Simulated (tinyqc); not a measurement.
# Worked calculation: p-n diode with diffusion and depletion-layer recombination

Program tinyqc, `OMP_NUM_THREADS=1 python tinyqc.py 2260133 2260134 out.jsonl`; Intel Xeon 2.30GHz, shared host, one thread, about 0.01 s. Printed values are rounded.

Abrupt junction in the depletion approximation, low injection, full ionisation, neutral widths fixed, ohmic contact on the p side. Vj is the junction voltage; where a series resistance Rs is given, V = Vj + J Rs is the terminal voltage.

Parameters, values chosen for the exercise; band and dielectric values those of a made-up semiconductor:
```
symbol    value        unit                                               meaning
T           300           K                                           temperature
Eg         1.42          eV                                              band gap
eps_r      13.6                                             relative permittivity
Nc      2.93e19       cm^-3                conduction-band density of states at T
Nv      2.98e19       cm^-3                   valence-band density of states at T
Na         8e17       cm^-3                                      acceptor density
Nd       7.9e16       cm^-3                                         donor density
mun         360  cm^2/(V s)                       electron mobility in the p side
mup         260  cm^2/(V s)                           hole mobility in the n side
tn         3e-6           s                                     electron lifetime
tp         6e-7           s                                         hole lifetime
wp          6.2          um                           neutral width of the p side
wn          5.3          um                           neutral width of the n side
Sp          1e7        cm/s               recombination velocity at the n contact
Rs      0.00062    ohm cm^2                                     series resistance
Et         0.12          eV                  trap level above the intrinsic level
Vj         0.61           V  junction voltage at which recombination is evaluated
V          1.08           V                                      terminal voltage
```

Constants: q = 1.602176634e-19 C, kB = 1.380649e-23 J/K, Vt = kB T/q, eps0 = 8.8541878128e-14 F/cm where lengths are in cm. Results are converted to the units shown.

Range of the model: At the terminal voltage used the injected minority density exceeds a tenth of the lighter doping, so the low-injection formulas overstate the current.

## Diffusion lengths and saturation currents

ni = sqrt(Nc Nv) exp(-Eg/(2 Vt)), Eg in volts; D = mu Vt; Ln = sqrt(Dn tn), Lp = sqrt(Dp tp); J0n = q ni^2 Dn coth(wp/Ln)/(Ln Na); J0p = (q ni^2 Dp/(Lp Nd)) (s + tanh(wn/Lp))/(1 + s tanh(wn/Lp)), s = Sp Lp/Dp.

ni = 3.49194e7 cm^-3
Ln = 52.8395 um
Lp = 20.0821 um
J0n = 3.68253e-18 A/cm^2
J0p = 3.20483e-17 A/cm^2

wp/Ln = 0.12 and wn/Lp = 0.26; holes carry 89.7 % of the diffusion current.

## Recombination in the depleted layer

ni = sqrt(Nc Nv) exp(-Eg/(2 Vt)), Eg in volts. Vbi = Vt ln(Na Nd/ni^2), W = sqrt(2 eps0 eps_r (Vbi - Vj)(1/Na + 1/Nd)/q), xp = W Nd/(Na + Nd), xn = W Na/(Na + Nd); u(x) = q Na (x + xp)^2/(2 eps0 eps_r) for x < 0 and Vbi - Vj - q Nd (xn - x)^2/(2 eps0 eps_r) for x > 0; p = Na exp(-u/Vt), n = Nd exp((u - Vbi + Vj)/Vt); U = ni^2 (exp(Vj/Vt) - 1)/(tp (n + ni exp(Et/Vt)) + tn (p + ni exp(-Et/Vt))); J_scr = q times the integral of U from -xp to xn. Trapezoid rule on 12 equal steps.

W = 108.543 nm

```
point   x (nm)     u (V)   n (cm^-3)   p (cm^-3)  U (cm^-3 s^-1)
0      -9.7553  0.000000   2.69521e7        8e17      8.98404e12
1      -0.7100  0.043543   1.45242e8  1.48454e17      4.84139e13
2       8.3352  0.133547   4.72153e9  4.56667e15      1.57384e15
3      17.3804  0.215245  1.11316e11  1.93699e14      3.71008e16
4      26.4257  0.288344  1.88174e12  1.14584e13      6.07262e17
5      35.4709  0.352843  2.28082e13  9.45350e11      1.30494e18
6      44.5162  0.408742  1.98222e14  1.08776e11      1.80793e17
7      53.5614  0.456041  1.23521e15  1.74559e10      2.90910e16
8      62.6067  0.494740  5.51899e15   3.90681e9      6.51133e15
9      71.6519  0.524839  1.76811e16   1.21948e9      2.03247e15
10     80.6971  0.546339  4.06149e16   5.30881e8      8.84802e14
11     89.7424  0.559239  6.68947e16   3.22323e8      5.37205e14
12     98.7876  0.563539      7.9e16   2.72933e8      4.54888e14
```

J_scr = 3.14624e-7 A/cm^2

With 2000 steps J_scr = 3.274e-7 A/cm^2; the coarse value is 3.9 % below it. U is largest at x = 35.5 nm among these points; the peak lies where tp n = tn p. On the fine grid U peaks at 1.730e18 cm^-3 s^-1, and J_scr/(q U_max) is 10.9 % of W, the effective width of the recombining zone.

## Starting value

Vj = Vt ln(V/(Rs J0)), the value at which all of V would drop over Rs.

Vj at the start = 1.17196 V

## Iteration 1: new Vj

J0 = J0n + J0p = 3.57309e-17 A/cm^2

Diffusion current alone: J = J0 (exp(Vj/Vt) - 1), g = Vj + J Rs - V, g' = 1 + Rs J0 exp(Vj/Vt)/Vt, Vj(new) = Vj - g/g'.

J = 1741.94 A/cm^2
g = 1.17196 V
g' = 42.7763
Vj after iteration 1 = 1.14456 V

## Iteration 2: new Vj

As before.

J = 603.639 A/cm^2
g = 0.438814 V
g' = 15.4769
Vj after iteration 2 = 1.11621 V

## Iteration 3: new Vj

As before.

J = 201.590 A/cm^2
g = 0.161191 V
g' = 5.83467
Vj after iteration 3 = 1.08858 V

## Course of the iteration

Stop when the step is below 1e-10 V, or after 80 iterations.

Course of the iteration:
```
iteration  Vj before the step (V)   step (V)
1                         1.17196    -0.0274
2                         1.14456    -0.0284
3                         1.11621    -0.0276
4                         1.08858    -0.0194
5                         1.06922   -5.33e-3
6                         1.06389   -2.46e-4
7                         1.06364   -4.58e-7
8                         1.06364  -1.57e-12
```

Converged in 8 iterations.
